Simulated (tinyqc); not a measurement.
## Junction parameters from two forward currents

Question. D(v) = J1 (exp(v/Vt) - 1) + J2 (exp(v/(2 Vt)) - 1). Find J1, J2 and the voltage 2 Vt ln(J2/J1) near which both parts are equal.

Values chosen for this exercise: temperature T = 300 K.

Constants: q = 1.602176634e-19 C, kB = 1.380649e-23 J/K, Vt = kB T/q. Results are converted to the units shown.

junction voltages (V): 0.32  0.67
currents (uA/um): 5.9329481e-6  0.81467679

Solution. The current is linear in J1 and J2, so two points give two equations.

J1 = 4.50e-12 uA/um
J2 = 1.00e-8 uA/um
crossover = 0.398 V

tinyqc, about 0.2 s, one thread, Intel Xeon 2.30GHz (shared host): `OMP_NUM_THREADS=1 python tinyqc.py 2182055 2182056 out.jsonl`
